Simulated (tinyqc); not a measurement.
Read current of a NAND string, cells in series solved by shooting: one step of the calculation.

Cells in series, numbered from 0 at the source line (0 V) to the bit line, each followed by a gap resistance Rg. A cell with gate Vg, threshold VT, source Vs and drain Vd passes I = 2 nf K Vt^2 [F(Vs) - F(Vd)]/(1 + th max(Vg - VT, 0)), F(V) = ln^2(1 + exp((Vg - VT - nf V)/(2 nf Vt))). The selected cell has Vg = Vr, the others Vg = Vp.

Task. Node voltages for a trial current. For a trial current I start at 0 V and, cell by cell (the selected one is cell 2), solve for the drain: sqrt(F(Vd)) = sqrt(F(Vs) - I/k), k = 2 nf K Vt^2/(1 + th max(Vg - VT, 0)), Vd = [Vg - VT - 2 nf Vt ln(exp(sqrt F) - 1)]/nf, then add I Rg.

Inputs (values chosen for the exercise); values of the order met in vertical NAND strings: temperature T = 358 K; gain factor of a cell K = 21 uA/V^2; slope factor nf = 2.4; mobility reduction factor th = 0.03 1/V; resistance of the gap between cells Rg = 21 kohm; bit-line voltage Vbl = 0.4 V; pass voltage Vp = 6.3 V; read voltage on the selected word line Vr = 1.46 V.

Constants: q = 1.602176634e-19 C, kB = 1.380649e-23 J/K, Vt = kB T/q. Results are converted to the units shown.

second trial current = 1.4 uA
thresholds from the source end, cell 0 to 4 (V): [4.2, 4.2, 0.4, -0.7, -0.7]

Wanted: node voltage after each cell and gap, trial 2.

Result.

node voltage after each cell and gap, trial 2, cell 0 to 4 (V): [0.063823, 0.13048, 0.27415, 0.31630, 0.35866]

Computed by the program tinyqc: `OMP_NUM_THREADS=1 python tinyqc.py 2142271 2142272 out.jsonl`, one thread of a shared Intel Xeon 2.30GHz, about 0.8 s for the whole run.
